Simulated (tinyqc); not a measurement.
Capacitance of parallel on-chip lines from Laplace's equation on a mesh: one step of the calculation.

Cross-section of an endless row of equal lines between two grounded planes; neighbours are driven in antiphase (+1 V and -1 V), so the plane midway between two lines is at 0 V. By symmetry one quarter is solved: x runs from the centre of a line (column 0, mirror) to that midplane (column 4, 0 V), y from the mid-height of the line (row 0, mirror) to the ground plane (row 5, 0 V). The line fills columns 0 to 1 and rows 0 to 2 at 1 V. Cells beside the line (below row 2) have e2, cells above have e1. Each link between nodes has the conductance g = mean permittivity of the two cells beside it (a cell beyond a mirror counts as 0), and the free nodes obey sum g (V_neighbour - V) = 0.

Problem. Link conductances. gx[j, i] joins node (row j, column i) to column i + 1, gy[j, i] to row j + 1.

Inputs (values chosen for the exercise): relative permittivity above and below the lines e1 = 2.4; relative permittivity between the lines e2 = 2.

Give: gx; gy.

Solution.

gx:
```
       col 0  col 1  col 2  col 3
row 0  1.000  1.000  1.000  1.000
row 1  2.000  2.000  2.000  2.000
row 2  2.200  2.200  2.200  2.200
row 3  2.400  2.400  2.400  2.400
row 4  2.400  2.400  2.400  2.400
row 5  1.200  1.200  1.200  1.200
```

gy:
```
       col 0  col 1  col 2  col 3  col 4
row 0  1.000  2.000  2.000  2.000  1.000
row 1  1.000  2.000  2.000  2.000  1.000
row 2  1.200  2.400  2.400  2.400  1.200
row 3  1.200  2.400  2.400  2.400  1.200
row 4  1.200  2.400  2.400  2.400  1.200
```

Numbers from tinyqc (`OMP_NUM_THREADS=1 python tinyqc.py 2790190 2790191 out.jsonl`; about 0.9 s on one thread of a shared Intel Xeon 2.30GHz).
